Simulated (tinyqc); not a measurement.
# MOSFET in the linear regime without short-channel effects, parameter extraction from computed curves: effects of single changes

Inversion charge Q = Cox n Vt W0(exp((Vg - VT)/(n Vt))), W0 the Lambert function and n = nf; u = Q/Cox; mobility mu = mu0/(1 + th1 u + th2 u^2); channel resistance Rch = (L - dL)/(W mu Q); Id = Vd/(Rch + Rsd/W). Cox = eps0 eox/tox. Small Vd, no channel-length or drain effects.

Inputs (values chosen for the exercise); channel values of the order met in silicon transistors:

| symbol | value | unit | meaning |
|---|---|---|---|
| T | 300 | K | temperature |
| eox | 3.9 |  | relative permittivity of the gate insulator (close to silicon dioxide) |
| tox | 3.2 | nm | insulator thickness |
| mu0 | 120 | cm^2/(V s) | low-field mobility |
| th1 | 0.25 | 1/V | first mobility attenuation factor |
| th2 | 0 | 1/V^2 | second mobility attenuation factor |
| VT | 0.61 | V | threshold voltage |
| nf | 1.39 |  | body factor |
| W | 1 | um | gate width |
| L | 0.48 | um | drawn gate length |
| dL | 0.01 | um | drawn less effective length |
| Rsd | 370 | ohm um | source plus drain resistance |
| Vd | 0.05 | V | drain voltage |

Constants: q = 1.602176634e-19 C, kB = 1.380649e-23 J/K, Vt = kB T/q, eps0 = 8.8541878128e-14 F/cm where lengths are in cm. Results are converted to the units shown.

Each table varies one quantity; the others keep the values above.

## Extraction methods against the source plus drain resistance

From the continuous curve Id(Vg): tangent at peak gm (V_ext = Vg - Id/gm); constant current Id = 0.1 uA W/L; peak of d2Id/dVg2; Y = Id/sqrt(gm) drawn through Vg = VT + 0.6 and VT + 0.8 V, with intercept VT_Y and slope s. Mobilities gm,max L/(W Cox Vd) and s^2 L/(W Cox Vd) with the drawn L. Last column: share of Rsd/W in the total resistance at VT + 0.8 V.

Extraction methods against the source plus drain resistance:
```
Rsd (ohm um)	V_ext (V)	constant current (V)	second derivative (V)	VT_Y (V)	mobility from gm (cm^2/(V s))	mobility from Y (cm^2/(V s))	series share (%)
0	0.626	0.594	0.601	0.656	94.9	109	0
50	0.625	0.594	0.601	0.656	94.3	109	0.808
100	0.624	0.594	0.601	0.656	93.7	109	1.60
200	0.622	0.594	0.601	0.656	92.6	109	3.15
400	0.619	0.594	0.600	0.656	90.5	109	6.12
800	0.614	0.594	0.600	0.656	86.8	109	11.5
1500	0.607	0.595	0.598	0.656	81.8	109	19.6
```

The model has VT = 0.61 V and mu0 = 120 cm^2/(V s). Over the table the extracted thresholds move by 19 mV (tangent), under 0.5 mV (constant current), 3.0 mV (second derivative), under 0.5 mV (Y function). The mobility from gm falls from 94.9 to 81.8 and that from Y stays near 109 cm^2/(V s). Y cancels the series resistance, which multiplies Id and sqrt(gm) by the same factor.

## Extraction methods against the second mobility attenuation factor

Same model as above.

Extraction methods against the second mobility attenuation factor:
```
th2 (1/V^2)	V_ext (V)	constant current (V)	second derivative (V)	VT_Y (V)	mobility from gm (cm^2/(V s))	mobility from Y (cm^2/(V s))	series share (%)
0	0.619	0.594	0.600	0.656	90.8	109	5.68
0.06	0.618	0.594	0.600	0.670	90.1	117	5.55
0.12	0.617	0.594	0.600	0.684	89.4	125	5.43
0.18	0.616	0.594	0.600	0.698	88.9	134	5.31
0.24	0.615	0.594	0.600	0.713	88.4	144	5.20
0.3	0.614	0.594	0.600	0.727	87.9	155	5.09
0.36	0.613	0.594	0.600	0.741	87.4	168	4.99
```

What does the table show?

The model has VT = 0.61 V and mu0 = 120 cm^2/(V s). Over the table the extracted thresholds move by 6.2 mV (tangent), under 0.5 mV (constant current), under 0.5 mV (second derivative), 85 mV (Y function). The mobility from gm falls from 90.8 to 87.4 and that from Y rises from 109 to 168 cm^2/(V s).

Computed by the program tinyqc: `OMP_NUM_THREADS=1 python tinyqc.py 2210074 2210075 out.jsonl`, one thread of a shared Intel Xeon 2.30GHz, about 0.01 s for the whole run.
